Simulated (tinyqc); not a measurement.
From results back to parameters: two-level Kane dispersion of a narrow-gap semiconductor. Four cases, with inputs chosen for the exercise.

Problem. In the two-level Kane model E = Eg/2 + sqrt(Eg^2/4 + (2/3) Ep c k^2), c = hbar^2/2m0, and the momentum mass is m(k) = (3/(2 Ep)) sqrt(Eg^2 + (8/3) Ep c k^2). It is given at the Fermi wave vectors kF = (3 pi^2 n)^(1/3) of two densities (1 cm^-3 = 1e-24 angstrom^-3).

Constants: hbar^2/2m0 = 3.80998211 eV angstrom^2.

Case 1.

Values chosen (out of a larger set: a narrow-gap II-VI alloy; not measured data): n12 = (5.2e+15, 9.6e+17) cm^-3 (two densities).

masses at the two densities (m0): 0.01096404  0.03498094

Case 2.

Values chosen (out of a larger set: a gap close to zero; not measured data): n12 = (5.2e+15, 5.9e+17) cm^-3 (two densities).

masses at the two densities (m0): 0.00784788  0.02929195

Case 3.

Values chosen (out of a larger set: near those of grey Sn; not measured data): n12 = (1e+15, 2.3e+17) cm^-3 (two densities).

masses at the two densities (m0): 0.02755529  0.03343326

Case 4.

Values chosen (out of a larger set: near those of InSb; not measured data): n12 = (2.8e+15, 3.6e+17) cm^-3 (two densities).

masses at the two densities (m0): 0.01522772  0.02584256

Find: kF^2; Ep; edge mass; |Eg|.

Solution.

Case 1.

kF^2 (1/angstrom^2): 2.8727e-05  0.00093138

Ep = 18.7 eV
edge mass = 0.00922 m0
|Eg| = 0.115 eV

m^2 = m0*^2 + (6 c/Ep) kF^2 is a straight line in kF^2: the slope gives Ep, the intercept the edge mass, and |Eg| = (2/3) Ep m0*. The sign of Eg does not enter. The two-level form takes Dso as infinite, which overstates the mass where Dso is not large against Eg.

Case 2.

kF^2 (1/angstrom^2): 2.8727e-05  0.00067326

Ep = 18.5 eV
edge mass = 0.00511 m0
|Eg| = 0.063 eV

m^2 = m0*^2 + (6 c/Ep) kF^2 is a straight line in kF^2: the slope gives Ep, the intercept the edge mass, and |Eg| = (2/3) Ep m0*. The sign of Eg does not enter. The two-level form takes Dso as infinite, which overstates the mass where Dso is not large against Eg.

Case 3.

kF^2 (1/angstrom^2): 9.5708e-06  0.00035928

Ep = 22.3 eV
edge mass = 0.02738 m0
|Eg| = 0.407 eV

m^2 = m0*^2 + (6 c/Ep) kF^2 is a straight line in kF^2: the slope gives Ep, the intercept the edge mass, and |Eg| = (2/3) Ep m0*. The sign of Eg does not enter. For Eg < 0 the edge mass does not depend on Dso, which enters only as EF nears it.

Case 4.

kF^2 (1/angstrom^2): 1.9013e-05  0.00048434

Ep = 24.4 eV
edge mass = 0.01463 m0
|Eg| = 0.238 eV

m^2 = m0*^2 + (6 c/Ep) kF^2 is a straight line in kF^2: the slope gives Ep, the intercept the edge mass, and |Eg| = (2/3) Ep m0*. The sign of Eg does not enter. The two-level form takes Dso as infinite, which overstates the mass where Dso is not large against Eg.

Computed by tinyqc, one run a case: `OMP_NUM_THREADS=1 python tinyqc.py N N+1 out.jsonl` with N = 1081390, 1081395, 1081404, 1081418; one thread of a shared Intel(R) Xeon(R) Processor @ 2.30GHz, about 0.01 s a run at most.
